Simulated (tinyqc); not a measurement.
Line constants from open and short measurements.

Inverse problem. A uniform line of length len, under a quarter wavelength, has Z_open = Zc coth(gamma len) and Z_short = Zc tanh(gamma len); gamma Zc = r + i w l and gamma/Zc = g + i w c, w = 2 pi f. Find r, l and c.

Values chosen for this exercise:
- len = 0.94 mm (length)
- f = 0.29 GHz (frequency)

Zin with the far end open = 40.5860-4270.0347i ohm
Zin with the far end shorted = 57.706671+0.325500i ohm

Answer. The product of the two impedances is Zc^2 and their ratio tanh^2(gamma len); the principal branch holds below a quarter wavelength.

r = 61.39 ohm/mm
l = 0.3418 nH/mm
c = 136.7 pF/m

Computed by the program tinyqc: `OMP_NUM_THREADS=1 python tinyqc.py 2810161 2810162 out.jsonl`, one thread of a shared Intel Xeon 2.30GHz, about 0.01 s for the whole run.
